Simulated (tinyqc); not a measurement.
Worked calculation: Haynes-Shockley experiment: drift, diffusion and decay of a minority-carrier pulse. Computed by tinyqc, a small Python program that keeps every step. Command: `OMP_NUM_THREADS=1 python tinyqc.py 3113398 3113399 out.jsonl haynes walk`. One thread of a shared host (Intel(R) Xeon(R) Processor @ 2.30GHz), about 0.01 s of CPU time with the checks. Intermediate numbers are printed to about 5 digits and carried at full precision; extremes and crossings named in words are read from the listed rows.

A thin sheet of excess carriers is made at x = 0, t = 0 in a long uniform bar; injection is low, so the pulse moves with the minority mobility.

Inputs (values chosen for the exercise, modelled on electrons in p-type germanium in a lightly doped bar): minority mobility mu = 4300 cm^2/(V s); lifetime tau = 260 microsecond; temperature T = 300 K; field F = 13 V/cm; distance d to the collector = 1.1 cm; second distance d2 = 1.9 cm; injected sheet density N0 = 2.4e+09 1/cm^2.

Constants: k_B = 8.617333262e-05 eV/K.

## Transport coefficients

D = mu k_B T/e, v = mu F. Transit time d/v, diffusion length sqrt(D tau), drift length v tau, Peclet number v d/D = e F d/(k_B T).

D = 111.16 cm^2/s

drift velocity v = 55900 cm/s

transit time d/v = 19.678 microsecond

diffusion length = 1700.1 micrometre

drift length v tau = 14.534 cm

Peclet number = 553.15

The pulse must travel 0.0757 drift lengths.

## The signal at the collector

dn(x, t) = N0/sqrt(4 pi D t) exp(-(x - v t)^2/(4 D t) - t/tau). At fixed x the signal peaks where d ln(dn)/dt = 0: a t^2 + t/2 - x^2/(4 D) = 0 with a = v^2/(4 D) + 1/tau. The full width at half maximum is found by solving dn(x, t) = peak/2 on both sides of the peak.

time of the peak t_p = 19.637 microsecond

peak density = 1.3428e+10 1/cm^3

width at half maximum = 2.7819 microsecond

The peak comes 0.21 % before d/v, since spreading and recombination both weaken the later part of the pulse.

## Shape in time

Times are 0.7, 0.8, 0.9, 0.95, 1, 1.05, 1.1, 1.2 and 1.4 t_p.

Signal at d:
```
t/t_p  t (microsecond)  dn (1/cm^3)     dn/peak
0.70            13.746   2.5269e+02  1.8817e-08
0.80            15.710   1.3302e+07  9.9061e-04
0.90            17.673   2.8873e+09  2.1502e-01
0.95            18.655   9.3311e+09  6.9487e-01
1.00            19.637   1.3428e+10  1.0000e+00
1.05            20.619   9.6604e+09  7.1940e-01
1.10            21.601   3.8188e+09  2.8438e-01
1.20            23.565   1.3359e+08  9.9485e-03
1.40            27.492   1.8358e+03  1.3671e-07
```

At 0.9 and 1.1 t_p the signal is 0.215 and 0.284 of its peak: the trailing side is the wider one.

## Simple reading of the pulse

With w the full width at half maximum: mu = d/(F t_p); D = (w d)^2/(16 ln2 t_p^3); Einstein ratio D/mu against k_B T/e.

apparent mobility = 4309.0 cm^2/(V s)

apparent D = 111.50 cm^2/s

apparent D/mu = 25.877 mV

error of mu = 0.20831 %

error of D = 0.30654 %

The true k_B T/e is 25.85 mV.

## Two distances

Differences remove part of the bias: mu = (d2 - d)/(F (t_p2 - t_p)). The time-integrated signal is A(x) = (N0/u) exp(x (v - u)/(2 D)), u = sqrt(v^2 + 4 D/tau); the simple lifetime is tau = (t_p2 - t_p)/ln(A(d)/A(d2)).

t_p2 = 33.944 microsecond

mobility from two distances = 4301.2 cm^2/(V s)

area ratio A(d)/A(d2) = 1.0566

lifetime from areas = 259.96 microsecond

Errors: mobility +0.03 % (one distance +0.21 %), lifetime -0.01 %.

## How the errors depend on the field

With w that width: mu = d/(F t_p); D = (w d)^2/(16 ln2 t_p^3). The field is scaled by the factors listed.

Errors of the simple reading:
```
factor  F (V/cm)   v d/D  v^2 tau/(4 D)  error of mu (%)  error of D (%)
0.5          6.5   276.6            457          0.47162         0.61363
0.7          9.1   387.2            895          0.31443         0.43811
1.0         13.0   553.1           1827          0.20831         0.30654
1.5         19.5   829.7           4111          0.13276         0.20427
2.5         32.5  1382.9          11420          0.07672         0.12252
4.0         52.0  2212.6          29234          0.04692         0.07655
7.0         91.0  3872.0          89530          0.02639         0.04374
```

The error of mu falls from 0.472 to 0.0264 %. For large v d/D it is about D/(v d) + 2 D/(v^2 tau), here 0.0264 % in the last row: one part from spreading, one from recombination.

Checks made by the program: area of the signal against its closed form (relative difference below 1e-10).
